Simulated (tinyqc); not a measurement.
What moves the results: configuration-coordinate model of carrier capture at a defect. A value that a table varies takes the place of the one given here.

Two parabolas of equal curvature k in one coordinate Q: with the carrier free at the band edge, U_f = k Q^2/2; with the carrier trapped, U_t = k (Q - dQ)^2/2 - ET. ER = k dQ^2/2, Huang-Rhys factor S = ER/hw, hw = 0.0646541 sqrt(k/M) eV for k in eV/angstrom^2 and M in u. The curves cross at a height Eb = (ER - ET)^2/(4 ER) above the free minimum.

Multiphonon factor for giving p = ET/hw phonons to the lattice: W = exp(-S (2 nb + 1)) ((nb + 1)/nb)^(p/2) I_p(x), nb = 1/(exp(hw/kT) - 1), x = 2 S sqrt(nb (nb + 1)), I_p the modified Bessel function. Classical limit: W = hw exp(-Eb/kT)/sqrt(4 pi ER kT). At T = 0: exp(-S) S^p/Gamma(p + 1).

Constants: kB = 8.617333262e-05 eV/K.

Parameters, chosen for this exercise (of the size met at a DX centre in AlGaAs; not measured data):
```
symbol  value  unit  meaning
ET      0.11   eV    thermal depth of the level below the band edge
ER      0.7    eV    relaxation energy
hw      0.014  eV    phonon energy of the mode
T       200    K     temperature
```

## Capture against temperature

The local activation energy is -d ln W/d(1/kT), by central differences with T changed by 1 %.

Against T:
```
T (K)  kT/hw  log10 W  log10 W, classical  activation energy (eV)
40     0.246  -11.717             -16.759                  0.0296
60     0.369   -9.790             -11.625                  0.0642
80     0.492   -8.233              -9.077                  0.0839
120    0.739   -6.284              -6.555                  0.1008
160    0.985   -5.193              -5.312                  0.1066
220    1.354   -4.265              -4.313                  0.1089
300    1.847   -3.601              -3.621                  0.1081
400    2.462   -3.152              -3.161                  0.1051
550    3.385   -2.799              -2.803                  0.0995
```

log10 W at T = 0 = -12.839
Eb = 0.1243 eV

How do the results move?

At 40 K log10 W is -11.72, against -12.84 at T = 0 and -16.8 classically; at 550 K the two forms differ by 0.00. The activation energy read from an Arrhenius plot goes from 0.030 eV at 40 K to 0.100 at 550 K, with its largest value 0.109 at 220 K, against Eb = 0.124 eV; the classical form itself gives Eb - kT/2. A measured slope therefore understates the barrier.

## Capture against depth of the level

ET is varied at fixed ER, hw and T, as by moving the band edge with alloying or pressure.

Against ET:
```
ET/ER  ET (eV)  Eb (eV)  log10 W  log10 W, classical
0.10     0.070   0.1417   -4.952              -5.016
0.25     0.175   0.0984   -3.867              -3.925
0.50     0.350   0.0437   -2.512              -2.547
0.75     0.525   0.0109   -1.713              -1.720
1.00     0.700   0.0000   -1.455              -1.444
1.25     0.875   0.0109   -1.722              -1.720
1.50     1.050   0.0437   -2.492              -2.547
2.00     1.400   0.1750   -5.452              -5.854
3.00     2.100   0.7000  -16.423             -19.083
```

How do the results move?

Capture is fastest at ET/ER = 1 among these rows, where the barrier vanishes or nearly so. The classical form is symmetric about ET = ER; the quantum one gives -2.51 at 0.5 and -2.49 at 1.5, against -2.55 for both. At ET = 3 ER it lies 2.7 decades above the classical value: deep levels capture by emitting many phonons, and the rate falls with depth by 15.7 decades per eV between the last two rows. Rows deeper than the gap of the host are formal.

## What each parameter does

Eb, log10 W and the full width 2.35482 sqrt(ER hw coth(hw/2kT)). Each row changes one parameter from the base and keeps the others.

Results:
```
case            Eb (eV)  log10 W  full width (eV)
base             0.1243   -4.514           0.3756
ET = 0.15 eV     0.1080   -4.107           0.3756
ER = 0.75 eV     0.1365   -4.833           0.3888
hw = 0.0168 eV   0.1243   -4.408           0.3798
T = 230 K        0.1243   -4.157           0.4003
```

What can be read from the table?

The largest shifts from the base row, up to three for each result and ties (the steps differ in size, so this ranks the rows, not the parameters). Eb (eV): ET -0.0163, ER +0.0122; unchanged at the printed digits by hw and T. log10 W: ET +0.407, T +0.358, ER -0.318. full width (eV): T +0.0247, ER +0.0132, hw +0.0042; unchanged at the printed digits by ET.

tinyqc: `OMP_NUM_THREADS=1 python tinyqc.py 1481261 1481262 out.jsonl`; about 0.01 s, one thread, shared Intel(R) Xeon(R) Processor @ 2.30GHz.
